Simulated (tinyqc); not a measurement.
Changing the valley separation dE: two-valley model of the transferred-electron effect. Computed by tinyqc, a small Python program. Command: `OMP_NUM_THREADS=1 python tinyqc.py 3001019 3001020 out.jsonl gunn sweep`. One thread of a shared host (Intel(R) Xeon(R) Processor @ 2.30GHz), about 0.02 s of CPU time with the checks.

Both kinds of valley share one electron temperature T_e, and each has a constant mobility.

Inputs (values chosen for the exercise, modelled on CdTe):

| quantity | value | unit |
|---|---|---|
| central-valley mass m1 | 0.097 | m_0 |
| satellite-valley mass m2 | 0.29 | m_0 |
| satellite valleys Z | 4 | - |
| central-valley mobility mu1 | 1100 | cm^2/(V s) |
| satellite-valley mobility mu2 | 81 | cm^2/(V s) |
| energy relaxation time tau_E | 0.75 | ps |
| lattice temperature T | 300 | K |

Solver: bisection.

Constants: k_B = 8.617333262e-05 eV/K.

Method. Density-of-states ratio R = Z (m2/m1)^(3/2); n2/n1 = R exp(-dE/(k_B T_e)); mean mobility mu = (mu1 + mu2 n2/n1)/(1 + n2/n1); energy balance e mu F^2 = (3/2) k_B (T_e - T)/tau_E; v = mu F. Using T_e as the parameter, F(T_e) = sqrt(3 k_B (T_e - T)/(2 e mu tau_E)) and v = mu F; find the first maximum and the next minimum of v, and the most negative dv/dF between them.

One run for each value:

| valley separation dE (eV) | threshold field (kV/cm) | peak velocity (1e7 cm/s) | peak-to-valley ratio | T_e at the threshold (K) |
|---|---|---|---|---|
| 0.30 | 17.254 | 0.9304 | 1.0015 | 1231.4 |
| 0.40 | 17.359 | 1.1213 | 1.0167 | 1429.4 |
| 0.53 | 19.062 | 1.3338 | 1.0321 | 1775.2 |
| 0.70 | 21.419 | 1.5712 | 1.0450 | 2252.7 |
| 1.20 | 27.529 | 2.1237 | 1.0626 | 3692.2 |

Give the missing row, valley separation dE (eV) = 0.94.

Computed row; columns: (1) valley separation dE (eV); (2) threshold field (kV/cm); (3) peak velocity (1e7 cm/s); (4) peak-to-valley ratio; (5) T_e at the threshold (K):
```
(1)      (2)     (3)     (4)     (5)
0.94  24.511  1.8567  1.0557  2940.6
```

Interpolating between the two neighbouring rows (linearly) misses most in peak velocity (1e7 cm/s), by 1.1 %. Over the rows, threshold field (kV/cm) rises from 17.3 to 27.5 (exponent d ln y / d ln x 0.021 between the first rows and 0.48 between the last); peak velocity (1e7 cm/s) rises from 0.930 to 2.12 (exponent d ln y / d ln x 0.65 between the first rows and 0.55 between the last); peak-to-valley ratio rises from 1.00 to 1.06 (exponent d ln y / d ln x 0.052 between the first rows and 0.027 between the last).  Left out: 0.120, 0.170, 0.220 (no negative differential mobility).

Caution (rows 1.20): T_e at the threshold exceeds 3000 K, outside the range of a Maxwellian in parabolic valleys.

Extremes, crossings and ranges named in words are read from the listed rows.
